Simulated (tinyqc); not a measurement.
Peak shift with the field.

The DLTS signal is S = C(t2) - C(t1), the change of the capacitance transient between two sampling times. Emission rate en = sn vth(T) Nc(T) exp(-Et/kB T) = sn g T^2 exp(-Et/kB T), g = vth Nc/(300 K)^2, as vth goes as T^0.5 and Nc as T^1.5 (degeneracy factor 1). For an exponential transient S peaks where en = ew = ln(t2/t1)/(t2 - t1). A Coulomb centre of charge +q (when empty) in the field F lowers its barrier by dE = sqrt(q F/(pi eps0 eps_r)) along the field. One-dimensional rate: en exp(b), b = dE/kB T; three-dimensional (Hartke): en {[1 + (b - 1) exp(b)]/b^2 + 1/2}. The peak temperatures solve rate = ew.

Values chosen for this exercise; material values close to those of gallium nitride: relative permittivity eps_r = 9.56; conduction-band density of states at 300 K Nc = 2.26e18 cm^-3; thermal velocity at 300 K vth = 2.6e7 cm/s; depth of the trap below the conduction edge Et = 0.59 eV; capture cross-section sn = 5.7e-17 cm^2; first sampling time t1 = 0.1 ms; second sampling time t2 = 0.25 ms.

Constants: q = 1.602176634e-19 C, kB = 1.380649e-23 J/K, eps0 = 8.8541878128e-14 F/cm where lengths are in cm. Results are converted to the units shown.

Peak shift with the field:
```
F (kV/cm),dE (meV),"T peak, one-dimensional (K)","T peak, three-dimensional (K)"
1.9,10.70,475.6,480.5
4.4,16.28,471.5,479.0
10,24.55,465.6,476.6
23,37.23,456.4,472.6
54,57.04,442.1,465.3
120,85.03,421.7,453.3
280,129.9,388.8,429.7
```

dE grows as the square root of F, from 10.7 to 130 meV. The peak, at 483.2 K without field, moves down by 94.4 K (one-dimensional) or 53.5 K (three-dimensional) in the last row. A centre that is neutral when empty has no such long-range lowering, so the shift tells the charge state.

tinyqc, about 0.01 s, one thread, Intel Xeon 2.30GHz (shared host): `OMP_NUM_THREADS=1 python tinyqc.py 2050016 2050017 out.jsonl`
